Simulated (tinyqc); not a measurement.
Effective charge: two electrons on one impurity (helium-like model).

Units Ha* = 2 Ry m/eps^2 and a* = a0 eps/m. One electron is bound by Z^2/2. Two electrons in the singlet built from exp(-a r) and exp(-b r): S = 8 (ab)^(3/2)/(a + b)^3, h_aa = a^2/2 - Z a, h_bb alike, h_ab = S (ab/2 - Z (a + b)/2), J = ab (a^2 + 3ab + b^2)/(a + b)^3, K = 20 (ab)^3/(a + b)^5, E = (h_aa + h_bb + 2 S h_ab + J + K)/(1 + S^2). For a = b this is a^2 - 2 Z a + 5a/8. Real double donors are deeper, since the central cell is left out.

Values chosen for the exercise (out of a larger set: near those of impurities in 3C SiC; not measured data):

| symbol | value | unit | meaning |
|---|---|---|---|
| m | 0.344 | m0 | one mean mass |
| eps | 9.5 |  | dielectric constant |
| Zs | (0.98, 1.07, 1.22, 1.56, 2, 2.61, 3.37) |  | charges |

Ha* = 103.7199 meV

Binding of the first electron, of the second (-E - Z^2/2) with equal and with unequal orbitals, and U, the first less the second (unequal).

Results (meV):

| Z | first | second, equal | second, unequal | a/b | U | U/(Z Ha*) |
|---|---|---|---|---|---|---|
| 0.98 | 49.8 | -3.59 | 0.74 | 3.92 | 49.1 | 0.483 |
| 1.07 | 59.4 | 0.14 | 4.05 | 3.13 | 55.3 | 0.499 |
| 1.56 | 126.2 | 35.21 | 38.33 | 2.10 | 87.9 | 0.543 |
| 2.00 | 207.4 | 87.92 | 90.82 | 1.84 | 116.6 | 0.562 |
| 2.61 | 353.3 | 194.21 | 196.97 | 1.66 | 156.3 | 0.577 |
| 3.37 | 589.0 | 380.64 | 383.31 | 1.53 | 205.7 | 0.588 |

Give the missing row, Z = 1.22.

Computed row:
```
Z     first  second, equal  second, unequal   a/b     U  U/(Z Ha*)
1.22   77.2           8.23            11.76  2.59  65.4      0.517
```

Equal orbitals bind a second electron only above Z = (5/16)/(1 - 1/sqrt2) = 1.067; unequal ones do so in 7 of the 7 rows. Their gain is 4.33 meV in the first row and 2.67 in the last, while the second binding grows to 383 meV, so the gain decides the matter only near Z = 1. U grows almost linearly with Z: U/(Z Ha*) goes from 0.483 to 0.588, towards 5/8, while the first binding grows as Z^2. Angular correlation is left out: at Z = 1 this function binds the second electron by 0.0133 Ha*, half the exact 0.0278.

Computed by tinyqc, a small Python program: `OMP_NUM_THREADS=1 python tinyqc.py 1281756 1281757 out.jsonl` (the numbers bound the seed that draws the inputs); one thread of a shared host (Intel(R) Xeon(R) Processor @ 2.30GHz), about 0.02 s for the whole set of steps.
